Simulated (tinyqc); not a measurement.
# MOS structure on a p-type body, non-linear Poisson equation by Newton steps: effects of single changes

One dimension, insulator interface at x = 0, acceptor density Na, uniform, net doping C = -(acceptor density). psi is counted from the intrinsic level: n = ni exp((psi - Vb)/Vt), p = ni exp(-psi/Vt); deep in the body psi_b = -Vt ln(Na/ni). The gate acts through Cox = eps0 eox/tox and has the potential psi_G = Vg - (phiM - chi - Vt ln(Nc/ni)). Boltzmann statistics, full ionisation, classical densities, no oxide or interface charge.

Parameters, values chosen for the exercise; band and dielectric values close to those of silicon: temperature T = 400 K; band gap Eg = 1.1 eV; relative permittivity eps_r = 11.9; conduction-band density of states at T Nc = 4.23e19 cm^-3; valence-band density of states at T Nv = 4.13e19 cm^-3; electron affinity chi = 4.02 eV; acceptor density deep in the body Na = 7.7e16 cm^-3; relative permittivity of the gate insulator (close to silicon dioxide) eox = 3.9; insulator thickness tox = 8.3 nm; gate work function phiM = 4.63 eV; electron quasi-Fermi potential against the body Vb = 0 V.

Constants: q = 1.602176634e-19 C, kB = 1.380649e-23 J/K, Vt = kB T/q, eps0 = 8.8541878128e-14 F/cm where lengths are in cm. Results are converted to the units shown.

Each table varies one quantity; the others keep the values above.

## Charge and capacitance against gate voltage

ni = sqrt(Nc Nv) exp(-Eg/(2 Vt)), Eg in volts. The Poisson equation d/dx(eps0 eps_r dpsi/dx) = -q (p - n + C), with eps0 eps_r dpsi/dx = -Cox (psi_G - psi_0) at x = 0, is solved on a mesh of about 600 nodes or more. N_inv is the integral of n less its value deep in the body. C_LF = Cox (1 - dpsi_0/dVg) with all carriers following; C_HF is the same with the electron quasi-Fermi level shifting uniformly so that N_inv stays fixed. The centroid is that of the same excess.

Results:
```
Vg (V)	psi_0 - psi_b (V)	N_inv (cm^-2)	C_LF/Cox	C_HF/Cox	centroid (nm)
0.53	0.530	5.00e8	0.219	0.216	3.48
0.62	0.600	3.56e9	0.228	0.205	3.21
0.72	0.673	2.73e10	0.345	0.195	2.97
0.81	0.723	1.05e11	0.563	0.190	2.79
0.91	0.757	2.57e11	0.727	0.188	2.61
1	0.778	4.28e11	0.803	0.187	2.47
1.1	0.795	6.37e11	0.850	0.186	2.33
1.29	0.819	1.06e12	0.896	0.186	2.11
1.38	0.828	1.27e12	0.909	0.186	2.02
```

Estimate the missing row, Vg = 1.19 V.

Computed row:
```
Vg (V)	psi_0 - psi_b (V)	N_inv (cm^-2)	C_LF/Cox	C_HF/Cox	centroid (nm)
1.19	0.807	8.35e11	0.876	0.186	2.22
```

With this row back in the table: N_inv goes from 5.00e8 to 1.27e12 cm^-2 and passes 2e11 cm^-2 at Vg = 0.876 V. Below threshold it takes 106 mV a decade between Vg = 0.53 and 0.62 V, against Vt ln 10 = 79.4 mV. C_LF/Cox is lowest, 0.219, at Vg = 0.53 V among the rows listed and ends at 0.909, while C_HF/Cox ends at 0.186. Between the last two rows q dN_inv/dVg is 0.893 Cox.

## Effect of the electron quasi-Fermi potential against the body on threshold, swing and body effect

VT is the Vg at which N_inv = 2e11 cm^-2. m = 1/(dpsi_0/dVg) at N_inv = 1e8 cm^-2; the swing is the Vg between N_inv = 1e8 and 1e9 cm^-2; body coefficient [VT(Vb + 0.05 V) - VT(Vb)]/0.05 V - 1.

Result of one run:
```
Vb (V)	VT (V)	psi_0 - psi_b at VT (V)	m - 1	swing (mV/decade)	body coefficient
0.6	1.61	1.36	0.190	96.0	0.182
```

What becomes of these results when the electron quasi-Fermi potential against the body Vb is changed from 0.6 to 0.3 V, all else the same?

Result of the changed run:
```
Vb (V)	VT (V)	psi_0 - psi_b at VT (V)	m - 1	swing (mV/decade)	body coefficient
0.3	1.25	1.05	0.225	99.3	0.210
```

The whole series:
```
Vb (V)	VT (V)	psi_0 - psi_b at VT (V)	m - 1	swing (mV/decade)	body coefficient
0	0.876	0.747	0.294	106	0.256
0.3	1.25	1.05	0.225	99.3	0.210
0.6	1.61	1.36	0.190	96.0	0.182
0.9	1.96	1.66	0.167	93.9	0.163
1.2	2.30	1.96	0.151	92.5	0.149
1.5	2.65	2.27	0.139	91.4	0.138
1.8	2.99	2.57	0.130	90.5	0.129
```

As Vb goes from 0 to 1.8, VT rises from 0.876 to 2.99 V, the swing falls from 106 to 90.5 mV/decade and the body coefficient falls from 0.256 to 0.129. The swing stays within 3.3 % of m Vt ln 10, and the body coefficient within 0.038 of m - 1.

Numbers from tinyqc (`OMP_NUM_THREADS=1 python tinyqc.py 2080163 2080164 out.jsonl`; about 0.4 s on one thread of a shared Intel Xeon 2.30GHz).
